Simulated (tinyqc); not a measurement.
ROHF in the sto-6g basis, for H4, spin multiplicity 3, step by step. One step of it, computed by the program tinyqc.

Question. Iteration 3: Roothaan effective Fock matrix. With projectors Pc = D(beta) S, Po = (D(alpha) - D(beta)) S, Pv = 1 - D(alpha) S, the block xy is Px^T F Py; with Fc = (F(alpha) + F(beta))/2, the blocks are Fc for cc, oo, vv and cv, F(beta) for co and F(alpha) for ov.

F(alpha) (hartree), lower triangle:
```
           1H 1s      2H 1s      3H 1s      4H 1s
1H 1s  -0.318584
2H 1s  -0.276595  -0.286293
3H 1s  -0.106152  -0.020304  -0.401843
4H 1s  -0.022436  -0.115289  -0.382515  -0.366820
```

F(beta) (hartree), lower triangle:
```
           1H 1s      2H 1s      3H 1s      4H 1s
1H 1s   0.155516
2H 1s  -0.208162   0.119381
3H 1s  -0.113905  -0.101518  -0.007165
4H 1s  -0.100784  -0.125540  -0.220989  -0.046445
```

D(alpha) after iteration 2, lower triangle:
```
           1H 1s      2H 1s     3H 1s     4H 1s
1H 1s   0.941733
2H 1s  -0.158078   0.899431
3H 1s   0.228685  -0.340708  0.585319
4H 1s  -0.327906   0.287282  0.215642  0.508026
```

D(beta) after iteration 2, lower triangle:
```
          1H 1s     2H 1s     3H 1s     4H 1s
1H 1s  0.184610
2H 1s  0.210130  0.239178
3H 1s  0.147810  0.168243  0.118346
4H 1s  0.164699  0.187467  0.131868  0.146936
```

overlap S, lower triangle:
```
          1H 1s     2H 1s     3H 1s     4H 1s
1H 1s  1.000000
2H 1s  0.323205  1.000000
3H 1s  0.087758  0.046574  1.000000
4H 1s  0.046574  0.087758  0.323205  1.000000
```

Give: effective F.

Answer.

effective F (hartree), lower triangle:
```
         1H 1s    2H 1s    3H 1s    4H 1s
1H 1s  -0.0802
2H 1s  -0.2256  -0.0925
3H 1s  -0.0938  -0.0671  -0.2035
4H 1s  -0.0702  -0.1270  -0.3171  -0.1974
```
